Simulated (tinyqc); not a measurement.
Isochronal anneals: hydrogen passivation of interface dangling bonds: competing passivation and dissociation with distributed barriers. Computed by tinyqc, a small Python program. Command: `OMP_NUM_THREADS=1 python tinyqc.py 3000235 3000236 out.jsonl passiv walk`. One thread of a shared host (Intel(R) Xeon(R) Processor @ 2.30GHz), about 0.02 s of CPU time with the checks.

P_b + H2 gives P_bH + H at the rate k_f [H2]; P_bH gives P_b + H at the rate k_d. All defects start unpassivated. E_f and E_d are Gaussian and independent.

Inputs (values chosen for the exercise, close to those used for P_b centres at the silicon-oxide interface):
```
quantity                                      value          unit
passivation prefactor k_f0                  3.7e-08        cm^3/s
mean passivation barrier E_f                   1.54            eV
spread sigma_f                                0.057            eV
dissociation prefactor k_d0                 1.9e+12           1/s
mean dissociation barrier E_d                  2.69            eV
spread sigma_d                                0.077            eV
H2 in the oxide per atm, solubility factor  6.6e+17  1/(cm^3 atm)
hydrogen pressure p                            0.03           atm
anneal time t                                   410             s
```

Constants: k_B = 8.617333262e-05 eV/K.

Method:
- [H2] = solubility factor x p; a = k_f0 [H2] exp(-E_f/(k_B T)), d = k_d0 exp(-E_d/(k_B T)). For one pair of barriers the active share is y = [d + a exp(-(a + d) t)]/(a + d).
- Temperatures in kelvin are T(C) + 273.15.
- Average y over both Gaussians with 40 x 40 Gauss-Hermite points.
- Minimise the averaged y over T between 150 and 900 C: find where ln y is equal at T - 0.05 and T + 0.05 C; T is rounded to 0.1 C.

best temperature = 525.2 C

Active share after the time t:
```
T (C)     a (1/s)     d (1/s)  single barriers  distributed
200    2.8939e-08  4.2277e-17       9.9999e-01   9.9997e-01
250    1.0696e-06  2.3151e-14       9.9956e-01   9.9903e-01
300    2.1060e-05  4.2194e-12       9.9140e-01   9.8369e-01
350    2.5703e-04  3.3354e-10       8.9998e-01   8.5137e-01
400    2.1632e-03  1.3775e-08       4.1192e-01   4.1274e-01
450    1.3561e-02  3.4010e-07       3.8730e-03   5.2916e-02
500    6.7047e-02  5.5461e-06       8.2713e-05   1.2019e-03
600    9.4638e-01  5.6521e-04       5.9688e-04   1.3345e-03
700    7.7530e+00  2.2269e-02       2.8641e-03   5.4108e-03
800    4.2919e+01  4.4243e-01       1.0203e-02   1.6824e-02
```

What follows from these numbers?

The distributed share is least at 500 C among these rows, 0.0012, and the search puts the optimum at 525.2 C. On the cold side defects with high E_f survive; on the hot side dissociation, with the larger barrier, gains on passivation with an energy E_d - E_f = 1.15 eV. In that row single barriers give 8.3e-5, so the spread raises the floor. Caution: atomic hydrogen, which both passivates and depassivates, and further passivation during cooling are left out. Caution: shares below about 1e-3 in these rows are formal; measured passivation levels off well above them.

Extremes, crossings and ranges named in words are read from the listed rows.
